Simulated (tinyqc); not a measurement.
Electron mobility in a silicon inversion layer, empirical terms and Matthiessen rule: universality: two dopings at the same effective field.

Inversion layer of sheet density Ns on a uniformly doped body, under a high-permittivity gate with an interlayer. The mobility terms are empirical power laws with prefactors chosen for the exercise; adding their inverses (Matthiessen) is itself an approximation.

ni = sqrt(Nc Nv) exp(-Eg/(2 Vt)), Eg in volts; Ndep = sqrt(2 eps0 eps_r Nb (2 Vt ln(Nb/ni) + Vsb)/q); E = q (Ndep + eta Ns)/(eps0 eps_r), in MV/cm. With t = T/(300 K): muC = Ac (Ns/1e12 cm^-2) t/(Nb/1e17 cm^-3 + Nit/1e11 cm^-2), muP = Ap E^(-1/3) t^(-1.75), muS = As E^(-gs), muR = Ar exp(2 ti/lr)/t; 1/mu is the sum of the inverses. For each E, Ns is chosen to give that field on bodies with Nb = 1e17 and 8.5e17 cm^-3; the last column leaves out muC.

Parameters, values chosen for the exercise; material values close to those of silicon: temperature T = 400 K; band gap Eg = 1.12 eV; relative permittivity of the semiconductor eps_r = 11.8; conduction-band density of states at T Nc = 4.39e19 cm^-3; valence-band density of states at T Nv = 4.03e19 cm^-3; reverse body bias Vsb = 0 V; weight of the inversion charge in the effective field eta = 0.5; phonon-limited mobility at 1 MV/cm and 300 K Ap = 435 cm^2/(V s); roughness-limited mobility at 1 MV/cm As = 1140 cm^2/(V s); exponent of the roughness term gs = 2; Coulomb prefactor Ac = 1800 cm^2/(V s); charge at the interface Nit = 1.2e11 cm^-2; remote-phonon mobility without interlayer Ar = 180 cm^2/(V s); interlayer thickness ti = 0.5 nm; decay length of remote phonons lr = 0.9 nm.

Constants: q = 1.602176634e-19 C, kB = 1.380649e-23 J/K, Vt = kB T/q, eps0 = 8.8541878128e-14 F/cm where lengths are in cm. Results are converted to the units shown.

Results:
columns A: E (MV/cm); B: Ns, light body (cm^-2); C: mu, light (cm^2/(V s)); D: Ns, heavy body (cm^-2); E: mu, heavy (cm^2/(V s)); F: without muC (cm^2/(V s))
```
A              B       C          D       E       F
0.499  4.5923e12  170.27  3.6497e11  59.711  176.26
0.67   6.8225e12  158.87  2.5952e12  129.57  162.33
0.777  8.2180e12  152.07  3.9907e12  133.74  154.69
0.9    9.8222e12  144.63  5.5949e12  132.57  146.61
1.04   1.1648e13  136.63  7.4208e12  128.45  138.11
1.21   1.3865e13  127.52  9.6380e12  122.03  128.61
1.4    1.6343e13  118.08  1.2116e13  114.34  118.87
```

Estimate the missing row, E = 0.579 MV/cm.

Computed row:
columns A: E (MV/cm); B: Ns, light body (cm^-2); C: mu, light (cm^2/(V s)); D: Ns, heavy body (cm^-2); E: mu, heavy (cm^2/(V s)); F: without muC (cm^2/(V s))
```
A              B       C          D       E       F
0.579  5.6357e12  164.88  1.4083e12  114.00  169.42
```

With this row back in the table: The heavily doped body has 0.351 of the mobility of the light one in the first row and 0.968 in the last; there they lie 3.8 % below and 0.66 % below the curve without Coulomb scattering, which depends on E alone. The heavy body leaves that curve at low E because its field comes mostly from depletion charge and few carriers screen.

Computed by the program tinyqc: `OMP_NUM_THREADS=1 python tinyqc.py 2510135 2510136 out.jsonl`, one thread of a shared Intel Xeon 2.30GHz, about 0.01 s for the whole run.
